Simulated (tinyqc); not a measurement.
Threshold of a short bulk MOSFET: charge sharing, barrier lowering, narrow width: one step of the calculation.

n-channel device on a p-type body, depletion approximation, full ionisation. Uniform doping N = Na. Vbi from Boltzmann statistics is rough for the degenerate source. Cox = eps0 eox/tox.

Problem. Long-channel threshold and scales. ni = sqrt(Nc Nv) exp(-Eg/(2 Vt)), Eg in volts; 2 pB = 2 Vt ln(N/ni); flat band Vfb - Vt ln(N/Na); Wd = sqrt(2 eps0 eps_r (2 pB - Vbs)/(q N)); body term q N Wd/Cox; long-channel VT0 = flat band + 2 pB + body term; Vbi = Vt ln(N Nsd/ni^2); scale length l = sqrt((eps_r/eox) tox Wd).

Inputs (values chosen for the exercise); band and dielectric values close to those of silicon:
```
symbol    value   unit                                                                 meaning
T           400      K                                                             temperature
Eg         1.14     eV                                                                band gap
eps_r      11.5                                                          relative permittivity
Nc      4.22e19  cm^-3                                  conduction-band density of states at T
Nv      4.03e19  cm^-3                                     valence-band density of states at T
eox        7.32         relative permittivity of the gate insulator (close to silicon nitride)
tox           3     nm                                                     insulator thickness
Na       1.1e18  cm^-3                                                          channel doping
Nsd        1e20  cm^-3                                                 source and drain doping
Vfb       -0.76      V                                     flat-band voltage for the doping Na
Vbs          -1      V                                                     body-source voltage
```

Constants: q = 1.602176634e-19 C, kB = 1.380649e-23 J/K, Vt = kB T/q, eps0 = 8.8541878128e-14 F/cm where lengths are in cm. Results are converted to the units shown.

Find: N; 2 pB; flat band; Wd; body term; VT0; Vbi; l.

Solution.

N = 1.1000e18 cm^-3
2 pB = 0.89016 V
flat band = -0.76000 V
Wd = 46.734 nm
body term = 0.38124 V
VT0 = 0.51140 V
Vbi = 1.0456 V
l = 14.841 nm

tinyqc, about 0.01 s, one thread, Intel Xeon 2.30GHz (shared host): `OMP_NUM_THREADS=1 python tinyqc.py 2002131 2002132 out.jsonl`
